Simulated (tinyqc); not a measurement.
Junctionless gate-all-around wire, depletion approximation: course of the iteration: conducting share at the source by Newton steps.

A uniformly doped n-type wire of radius R under a surrounding gate; long channel. Below flat band a shell from radius rc to R is fully depleted and the neutral core, at channel potential V (0 at the source, Vd at the drain), carries the current with constant mobility; s = (rc/R)^2 is the share of the cross-section that conducts. The edge of the depleted shell is taken as abrupt, so there is no subthreshold current.

With V = 0: f = A (1 - s + s ln s) + B (1 - s) - (Vfb - Vg); f' = A ln s - B; s(new) = s - f/f'.

Stop when s changes by less than 1e-11, or after 30 iterations. s must stay positive.

Parameters, values chosen for the exercise: flat-band voltage Vfb = 1.12 V; gate voltage Vg = 1.05 V.

s at the start = 1
A = 0.0546268 V
B = 0.216814 V

Course of the iteration:
```
iteration,s,|change|
1,0.677143,0.323
2,0.690646,0.0135
3,0.690677,3.08e-5
4,0.690677,1.59e-10
5,0.690677,0
```

Did this iteration meet its convergence test, and what does its course show?

Yes. Converged in 5 iterations. At the end the number of correct digits about doubles with each step.

tinyqc, about 0.01 s, one thread, Intel Xeon 2.30GHz (shared host): `OMP_NUM_THREADS=1 python tinyqc.py 2460003 2460004 out.jsonl`
